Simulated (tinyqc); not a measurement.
Inside a calculation. Model: time-domain thermoreflectance: layered heat flow under a modulated pulse train, and what the signal ratio measures. Computed by tinyqc, a small Python program that keeps every step. Command: `OMP_NUM_THREADS=1 python tinyqc.py 3111512 3111513 out.jsonl tdtr walk`. One thread of a shared host (Intel(R) Xeon(R) Processor @ 2.30GHz), about 0.1 s of CPU time with the checks. Intermediate numbers are printed to about 5 digits and carried at full precision; extremes and crossings named in words are read from the listed rows.

Pulses repeat at 80 MHz; heat is laid down at the surface, all layers are isotropic.

Inputs (values chosen for the exercise, modelled on aluminium on silica):
```
quantity,value,unit
metal thickness d,100,nm
metal conductivity,190,W/(m K)
metal heat capacity,2.42,MJ/(m^3 K)
boundary conductance G under the metal,270,MW/(m^2 K)
substrate conductivity kappa,1.3,W/(m K)
substrate heat capacity C,1.64,MJ/(m^3 K)
modulation frequency f,1,MHz
"spot radius w (1/e^2, pump and probe)",17,micrometre
delay t,130,ps
```

Stack: metal, substrate.

## Length and time scales

Penetration depth sqrt(kappa/(pi f C)); effusivity sqrt(kappa C); cooling time of the metal d C_m/G; Kapitza length kappa/G.

penetration depth = 0.50231 micrometre

effusivity = 1460.1 W s^(1/2)/(m^2 K)

cooling time of the metal = 896.30 ps

Kapitza length = 4.8148 nm

depth over spot radius = 0.029548

## Impedance at k = 0 and the modulation frequency

For radial wave number k and angular frequency W each layer has u = sqrt(4 pi^2 k^2 + i W C/kappa) and gamma = kappa u. Surface impedance from below: Z = 1/gamma for the substrate; a layer of thickness L maps Z to (Z + tanh(u L)/gamma)/(1 + gamma Z tanh(u L)); a boundary adds 1/G. Take k = 0 and W = 2 pi f.

Z of the substrate = 193.20-193.20i m^2 K/GW

Z at the surface = 112.05-175.24i m^2 K/GW

## Response at the modulation frequency

Response per absorbed watt H(W) = 2 pi int_0^(2/w) Z(k, W) exp(-pi^2 k^2 w^2) k dk by 20 Gauss-Legendre points.

H(2 pi f) = 0.12760-0.18191i K/mW

phase of H(2 pi f) = -54.954 degrees

## Signal at one delay

Signal: X + iY = sum_(m = -M..M) H(2 pi (f + m f_r)) exp(i 2 pi m f_r t) exp(-pi (m/M)^2 x 4), f_r = 80 MHz, M = 4000, with H(-W) the complex conjugate of H(W); V_in = X, V_out = Y, ratio = -V_in/V_out.

V_in = 0.15992 K/mW

V_out = -0.18164 K/mW

ratio -V_in/V_out = 0.88042

## Ratio and sensitivities against delay

Sensitivity S = ln(ratio'/ratio)/ln(1.01) for a rise of one input by 1 %.

Ratio and sensitivities:
```
t (ps),ratio,S to kappa,S to G,S to d,S to C,S to w
100,0.88429,0.21811,-0.009580,-0.40664,0.21598,-0.15572
200,0.87344,0.21220,-0.011414,-0.40209,0.21006,-0.15613
400,0.85865,0.20404,-0.012415,-0.38732,0.20187,-0.15669
800,0.83728,0.19313,-0.012804,-0.36687,0.19092,-0.15751
1500,0.80923,0.18063,-0.012707,-0.34314,0.17837,-0.15864
2500,0.77752,0.16863,-0.012362,-0.32023,0.16630,-0.16005
4000,0.73842,0.15628,-0.011875,-0.29658,0.15387,-0.16211
```

The largest sensitivity in size at 100 ps is to d (-0.41). G is hardly felt. kappa and C enter almost alike, through the effusivity. At 400 ps an error of 3 % in d passes on as 6 % in kappa.

Checks made by the program: steady rise of a bare substrate, 1/(2 sqrt(pi) w kappa), from the same quadrature (relative difference below 1e-10).
